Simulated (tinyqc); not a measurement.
Hartree-Fock atom on a uniform radial grid, spin-unpolarised, for Li+, step by step. Computed by tinyqc, a small Python program that keeps every step. Settings: Z = 3, points = 256, R = 6.4, functional = hf2, mixing = 0.2, iteration cap = 66. Command: `OMP_NUM_THREADS=1 python tinyqc.py 27045 27046 out.jsonl` (the two numbers bound the seeds that draw the settings). One thread of a shared host (Intel(R) Xeon(R) Processor @ 2.60GHz), about 0.8 s of CPU time with the checks.

Spherical atom on a uniform radial grid r_j = j h with h = R/(N + 1), h sum u^2 = 1 and integrals as h times sums, u(0) = u(R) = 0 (atomic units):
```
parameter           value
Z                       3
points N              256
R                6.400000
h                0.024903
mixing           0.200000
electrons in 1s         2
```

Three-point differences turn -u''/2 + [l(l+1)/2r^2 - Z/r + V] u = e u into a tridiagonal matrix (diagonal 1/h^2 + potential, off-diagonal -1/2h^2). D = sum f u^2; the Hartree potential y/r solves y'' = -D/r with y(0) = 0, y(R) = N_e; for two electrons in one orbital exchange is -V_H/2 (Hartree-Fock); E = sum f e - int D V + int D (V_H/2 + eps_xc); V(new) = V + mixing (V_H + v_xc - V).

Stop when input and output potentials agree to 1e-7.

Course of the cycle (hartree):
```
iteration            E      e(1s)  largest |V(out) - V(in)|
1          -7.11352495  -4.493738                  2.99e+00
2          -7.15457721  -4.121235                  2.33e+00
3          -7.18106802  -3.831105                  1.81e+00
4          -7.19790592  -3.604838                  1.41e+00
5          -7.20846769  -3.428161                  1.09e+00
6          -7.21501789  -3.290054                  8.47e-01
7          -7.21904145  -3.181988                  6.57e-01
8          -7.22149338  -3.097354                  5.09e-01
9          -7.22297783  -3.031017                  3.94e-01
10         -7.22387181  -2.978985                  3.06e-01
11         -7.22440790  -2.938146                  2.37e-01
...                ...        ...                       ...
56         -7.22519873  -2.787520                  4.78e-06
57         -7.22519873  -2.787519                  3.81e-06
58         -7.22519873  -2.787518                  3.03e-06
59         -7.22519873  -2.787517                  2.42e-06
60         -7.22519873  -2.787517                  1.93e-06
61         -7.22519873  -2.787517                  1.54e-06
62         -7.22519873  -2.787516                  1.22e-06
63         -7.22519873  -2.787516                  9.77e-07
64         -7.22519873  -2.787516                  7.79e-07
65         -7.22519873  -2.787516                  6.21e-07
66         -7.22519873  -2.787516                  4.95e-07
```

Can the last value be used, and what does the course show?

Not by the stop rule, although the second column moves by less than 1e-07 over the last three steps; and the uniform grid itself carries an error of order h^2 at the cusp, far above the threshold. Not converged within 66 iterations: the residual falls steadily but slowly, by a factor of about 0.80 a step. Reruns (cap 100 unless said): mixing 0.3: converged in 47; mixing 0.6: converged in 19; the original settings with a cap of 400: converged in 74. Even converged, this uniform grid resolves the cusp poorly and misses the energy of the atom.
